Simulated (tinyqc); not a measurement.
Strain, valley repopulation and piezoresistance in a many-valley conduction band: one step, computed by the program tinyqc.

Valleys are ellipsoids with mass m_l along the axis a and m_t across it, parabolic, with one constant relaxation time; strain shifts the valleys and leaves the masses alone. Currents are taken along [100], along the load, and along [010], across the load.

Problem. Mobility tensor and resistance change. Mobility tensor mu = e tau sum_v (n_v/n) [1/m_t + (1/m_l - 1/m_t) a a^T]; unstrained mu_0 = e tau (1/m_l + 2/m_t)/3; resistivity along d from the inverse tensor, rho_d = d.mu^-1.d/(n e), mobility along d = 1/(d.mu^-1.d); gauge pi_d = (rho_d/rho_0 - 1)/X.

Inputs (values chosen for the exercise, for a model crystal):
```
quantity               value  unit
longitudinal mass m_l  0.959   m_0
transverse mass m_t    0.245   m_0
relaxation time tau      100    fs
temperature T            200     K
```

Valley axes: <100> (6 valleys in 3 pairs). Load: uniaxial [100].

share of the electrons (per pair): x 0.0388736, y 0.4805632, z 0.4805632

Constants: e = 1.602176634e-19 C; m_0 = 9.1093837015e-31 kg.

Give: mobility tensor; unstrained mobility mu_0; mobility along the first direction; mobility along the second direction; resistance change along the first direction; resistance change along the second direction.

Solution.

mobility tensor (cm^2/(V s)):
```
       x      y      z
x  697.1    0.0    0.0
y    0.0  461.0    0.0
z    0.0    0.0  461.0
```

unstrained mobility mu_0 = 539.7 cm^2/(V s)

mobility along the first direction = 697.1 cm^2/(V s)

mobility along the second direction = 461.0 cm^2/(V s)

resistance change along the first direction = -22.58 %

resistance change along the second direction = 17.07 %

The mobility lies between e tau/m_l = 183 and e tau/m_t = 718; the trace stays at 3 mu_0. Along the first direction the filled valleys present more of their light mass.
